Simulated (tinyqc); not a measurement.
Hot carriers by balance equations with a heated Maxwellian: one step, computed by the program tinyqc. Command: `OMP_NUM_THREADS=1 python tinyqc.py 3023068 3023069 out.jsonl hot walk`. One thread of a shared host (Intel(R) Xeon(R) Processor @ 2.30GHz), about 0.01 s of CPU time with the checks.

The carriers follow a Maxwellian at an electron temperature T_e, slightly displaced; the drift energy is neglected against k_B T_e. The balance averages the rate, not the time, so mu_0 lies below the relaxation-time value.

Task: Drift velocity. Parabolic band: E = hbar^2 k^2/(2 m), speed v = hbar k/m, states per spin, volume and energy g(E) = m k/(2 pi^2 hbar^2). Masses are multiplied by m_0 and all formulas are in SI units. Phonon occupation N_q = 1/(exp(hbar w/(k_B T)) - 1). Acoustic deformation potential (elastic, equipartition, absorption and emission together): 1/tau = 2 pi k_B T D_A^2 g(E)/(hbar rho v_l^2). Optical or intervalley deformation potential: 1/tau = (pi Z_f D_o^2/(rho w)) [N_q g(E + hbar w) + (N_q + 1) g(E - hbar w)], with g = 0 below the band edge. Averages over the Maxwellian, <y> = int y x^(1/2) exp(-x) dx / int x^(1/2) exp(-x) dx with x = E/(k_B T_e), split at x_0 = hbar w/(k_B T_e): 64 Gauss-Legendre points in sqrt(x) below it and 128 in sqrt(x - x_0) above it, up to x = 32. Momentum balance: mu(T_e) = e/(m nu), nu = <x (sum of rates)>/<x>. Power lost per carrier: P(T_e) = hbar w <emission rate - absorption rate> + <(2 m v_l^2/(k_B T)) (E - 2 k_B T) acoustic rate>. v = mu(T_e) F; warm-carrier coefficient (mu/mu_0 - 1)/F^2.

Inputs (values chosen for the exercise, modelled on electrons in diamond):

| quantity | value | unit |
|---|---|---|
| effective mass m | 0.489 | m_0 |
| density rho | 3515 | kg/m^3 |
| sound velocity v_l | 18600 | m/s |
| acoustic deformation potential D_A | 9.1 | eV |
| phonon energy hbar w | 136 | meV |
| optical or intervalley deformation potential D_o | 7.3 | 1e8 eV/cm |
| final valleys Z_f | 5 | - |
| lattice temperature T | 300 | K |
| electric field F | 3.8 | kV/cm |

Band: parabolic. Solver: damped fixed point.

electron temperature T_e = 433.9761 K

low-field mobility mu_0 = 3517.177 cm^2/(V s)

Constants: k_B = 8.617333262e-05 eV/K; k_B = 1.380649e-23 J/K; e = 1.602176634e-19 C; hbar = 1.054571817e-34 J s; m_0 = 9.1093837015e-31 kg; hbar = 6.582119569e-16 eV s.

Give: mobility mu(T_e); drift velocity; mu/mu_0; (mu/mu_0 - 1)/F^2.

Result:

mobility mu(T_e) = 1957.1 cm^2/(V s)

drift velocity = 0.74368 1e7 cm/s

mu/mu_0 = 0.55643

(mu/mu_0 - 1)/F^2 = -0.030718 cm^2/kV^2

Caution: the drift energy m v^2/2 is not small against the heating (3/2) k_B (T_e - T), so T_e - T is rough.
